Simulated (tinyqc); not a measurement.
Inside a calculation. Method: Pariser-Parr-Pople SCF with singles CI, for the molecule O=c1cccccc1 (SMILES; centres numbered as the heavy atoms are written). One step of it, computed by the program tinyqc.

Task: Singles CI, triplets. Over the 6 single excitations with the smallest orbital gaps: A = (e_a - e_i) delta - (ij|ab), with (pq|rs) = sum c_mp c_mq gamma_mn c_nr c_ns.

orbital energies (eV): -15.484857  -13.393935  -12.560044  -9.852159  -1.480460  -0.726991  3.107385  4.211368

coefficients:
```
         MO1        MO2        MO3        MO4        MO5        MO6        MO7        MO8
1O  0.265619   0.566874   0.000000   0.634967   0.000000   0.355191   0.000000  -0.280636
2C  0.373156   0.463945   0.000000  -0.020783   0.000000  -0.464845   0.000000   0.654978
3C  0.347825   0.156823   0.415289  -0.392268   0.507037  -0.144145   0.265422  -0.423995
4C  0.366641  -0.153456   0.528264  -0.185340  -0.213455   0.496869  -0.418777   0.246568
5C  0.373754  -0.428442   0.220164   0.331613  -0.444242  -0.247432   0.504160  -0.074538
6C  0.373754  -0.428442  -0.220164   0.331613   0.444242  -0.247432  -0.504160  -0.074538
7C  0.366641  -0.153456  -0.528264  -0.185340   0.213455   0.496869   0.418777   0.246568
8C  0.347825   0.156823  -0.415289  -0.392268  -0.507037  -0.144145  -0.265422  -0.423995
```

repulsion gamma_rs (eV), lower triangle:
```
           1O         2C         3C         4C         5C         6C         7C         8C
1O  13.770000
2C   7.971615  11.460000
3C   5.471892   7.654827  11.460000
4C   3.698982   5.108350   7.653979  11.460000
5C   3.087818   4.250788   5.110169   7.655714  11.460000
6C   3.087818   4.250788   4.251583   5.109538   7.654594  11.460000
7C   3.698982   5.108350   4.251105   4.250635   5.109538   7.655714  11.460000
8C   5.471892   7.654827   5.110465   4.251105   4.251583   5.110169   7.653979  11.460000
```

Give: triplet CI matrix; triplet excitation energies.

Result:

triplet CI matrix (eV), lower triangle:
```
         4>5      4>6      3>5      3>6     2>5     2>6
4>5   2.6415
4>6   0.0000   3.1125
3>5   0.0000  -0.3941   4.6166
3>6  -0.3941   0.0000   0.0000   5.5140
2>5   0.8670   0.0000   0.0000  -0.0076  6.0953
2>6   0.0000  -0.0053  -0.0076   0.0000  0.0000  6.5525
```

triplet excitation energies (eV): 2.3894  3.0154  4.7136  5.5480  6.3134  6.5525
